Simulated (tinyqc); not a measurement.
Gate-all-around wire, scale length and short-channel effects: course of the iteration: decay constant by Newton steps.

A round wire of diameter ts in an insulator shell of thickness ti under a surrounding gate. Below threshold the potential that source and drain add obeys Laplace's equation and vanishes on the gate. Its lowest mode decays along the channel as exp(-k y); k is the smallest positive root of the matching condition at the interface, and the scale length is Lambda = pi/k.

f(k) = ei J0(u)[J1(u) Y0(v) - Y1(u) J0(v)] - eps_r J1(u)[J0(u) Y0(v) - Y0(u) J0(v)], u = k ts/2, v = u + k ti; f' by a central difference with +/- 1e-5 1/nm; k(new) = k - f/f'.

Stop when k changes by less than 1e-10 1/nm, or after 30 iterations.

Inputs (values chosen for the exercise); permittivities: semiconductor close to that of In0.53Ga0.47As, insulator close to that of zirconium oxide: relative permittivity of the semiconductor eps_r = 13.9; relative permittivity of the insulator ei = 26; insulator thickness ti = 6.2 nm; wire diameter ts = 4 nm.

k at the start = 0.3 1/nm

Course of the iteration:

| iteration | k (1/nm) | \|change\| (1/nm) |
|---|---|---|
| 1 | 0.306752 | 6.75e-3 |
| 2 | 0.306984 | 2.32e-4 |
| 3 | 0.306985 | 2.68e-7 |
| 4 | 0.306985 | 3.57e-13 |

Did this iteration meet its convergence test, and what does its course show?

Yes. Converged in 4 iterations. At the end the number of correct digits about doubles with each step.

Computed by the program tinyqc: `OMP_NUM_THREADS=1 python tinyqc.py 2420099 2420100 out.jsonl`, one thread of a shared Intel Xeon 2.30GHz, about 0.01 s for the whole run.
